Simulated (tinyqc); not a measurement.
Empirical pseudopotential in a few plane waves, step by step. Computed by tinyqc, a small Python program that keeps every step. Settings: plane-wave index or count = 15. Command: `OMP_NUM_THREADS=1 python tinyqc.py 20611 20612 out.jsonl` (the two numbers bound the seeds that draw the settings). One thread of a shared host (Intel(R) Xeon(R) Processor @ 2.60GHz), about 0.2 s of CPU time with the checks.

## Bloch Hamiltonian at G

Parameters chosen for this model: fcc lattice, atoms at +/- a/8 (1,1,1); form factors in rydberg at |G|^2 in units of (2 pi/a)^2:

| parameter | value | unit |
|---|---|---|
| a | 6.240000 | angstrom |
| VS(3) | -0.246000 | Ry |
| VS(8) | -0.008000 | Ry |
| VS(11) | 0.049000 | Ry |
| VA(3) | 0 | Ry |
| VA(4) | 0 | Ry |
| VA(11) | 0 | Ry |
| hbar^2/2m (2 pi/a)^2 | 3.862900 | eV |

k point G (2 pi / a): 0  0  0

Basis: the 15 shortest G (labels in 2 pi/a), the same at every k. H(G,G') = c |k + G|^2 delta + VS(|G-G'|^2) cos((G-G').tau) + i VA sin((G-G').tau), tau = a/8 (1,1,1); 1 Ry = 13.605693 eV.

H(k) at G (eV), lower triangle:
```
           +0+0+0     -1-1-1     -1-1+1     -1+1-1     -1+1+1     +1-1-1     +1-1+1     +1+1-1
+0+0+0   0.000000
-1-1-1   2.366687  11.588700
-1-1+1  -2.366687   0.000000  11.588700
-1+1-1  -2.366687   0.000000  -0.108846  11.588700
-1+1+1  -2.366687   0.108846   0.000000   0.000000  11.588700
+1-1-1  -2.366687   0.000000  -0.108846  -0.108846   0.000000  11.588700
+1-1+1  -2.366687   0.108846   0.000000   0.000000  -0.108846   0.000000  11.588700
+1+1-1  -2.366687   0.108846   0.000000   0.000000  -0.108846   0.000000  -0.108846  11.588700
+1+1+1   2.366687   0.000000   0.108846   0.108846   0.000000   0.108846   0.000000   0.000000
-2+0+0   0.000000  -2.366687  -2.366687  -2.366687   2.366687   0.471413  -0.471413  -0.471413
+0-2+0   0.000000  -2.366687  -2.366687   0.471413  -0.471413  -2.366687   2.366687  -0.471413
+0+0-2   0.000000  -2.366687   0.471413  -2.366687  -0.471413  -2.366687  -0.471413   2.366687
+0+0+2   0.000000  -0.471413   2.366687  -0.471413  -2.366687  -0.471413  -2.366687   0.471413
+0+2+0   0.000000  -0.471413  -0.471413   2.366687  -2.366687  -0.471413   0.471413  -2.366687
+2+0+0   0.000000  -0.471413  -0.471413  -0.471413   0.471413   2.366687  -2.366687  -2.366687

           +1+1+1     -2+0+0     +0-2+0     +0+0-2     +0+0+2     +0+2+0     +2+0+0
+1+1+1  11.588700
-2+0+0  -0.471413  15.451601
+0-2+0  -0.471413  -0.108846  15.451601
+0+0-2  -0.471413  -0.108846  -0.108846  15.451601
+0+0+2  -2.366687   0.108846   0.108846   0.000000  15.451601
+0+2+0  -2.366687   0.108846   0.000000   0.108846  -0.108846  15.451601
+2+0+0  -2.366687   0.000000   0.108846   0.108846  -0.108846  -0.108846  15.451601
```

## Levels at G

Diagonalise the Hermitian matrix.

eigenvalues (eV): -3.116417  6.310723  7.596072  7.596072  7.596072  11.697546  11.697546  11.697546  14.378581  15.669292  15.669292  19.553074  19.553074  19.553074  19.967659

## Bands along a path

The same steps at evenly spaced points between the labelled ones.

Bands along the path (eV), lowest eight:

| k | band 1 | band 2 | band 3 | band 4 | band 5 | band 6 | band 7 | band 8 |
|---|---|---|---|---|---|---|---|---|
| L | -1.277159 | 1.464356 | 7.166955 | 7.166955 | 8.803728 | 12.819861 | 12.819861 | 15.674450 |
| L-G 0.25 | -1.897198 | 2.226350 | 7.128851 | 7.128851 | 8.793066 | 12.644221 | 12.644221 | 14.596159 |
| L-G 0.50 | -2.543174 | 3.558312 | 7.267922 | 7.267922 | 8.888889 | 12.421558 | 12.421558 | 12.659880 |
| L-G 0.75 | -2.969892 | 5.126079 | 7.483749 | 7.483749 | 8.486560 | 11.688885 | 11.956774 | 11.956774 |
| G | -3.116417 | 6.310723 | 7.596072 | 7.596072 | 7.596072 | 11.697546 | 11.697546 | 11.697546 |
| G-X 0.25 | -2.920239 | 4.932587 | 7.297549 | 7.297549 | 9.002917 | 11.112394 | 12.315233 | 12.315233 |
| G-X 0.50 | -2.336492 | 3.219515 | 6.782111 | 6.782111 | 10.324504 | 10.396474 | 13.781642 | 13.781642 |
| G-X 0.75 | -1.379723 | 1.668638 | 6.456709 | 6.456709 | 10.120328 | 10.147055 | 15.260546 | 15.688838 |
| X | -0.074150 | 0.339410 | 6.478353 | 6.478353 | 9.627992 | 10.403098 | 17.517944 | 17.914061 |

With 4 band(s) filled, the highest filled level on these points lies at G and the lowest empty one at G: the bands touch or overlap, so there is no gap. This holds for the small fixed basis; with all plane waves up to |k + G|^2 = 21 (2 pi/a)^2 the gap along the path is 0.00 eV.

## Convergence with the number of plane waves

Levels at G counted from the fourth one.

Levels (eV):

| plane waves | level 1 | level 5 | level 8 |
|---|---|---|---|
| 9 | -14.813963 | 0 | 0 |
| 15 | -10.712489 | 0 | 4.101474 |
| 27 | -10.194706 | 0 | 3.603911 |
| 51 | -9.937479 | 0 | 3.865846 |
| 59 | -9.941248 | 0 | 3.745723 |
| 65 | -9.953469 | 0 | 3.735037 |
| 89 | -9.939788 | 0 | 3.731586 |
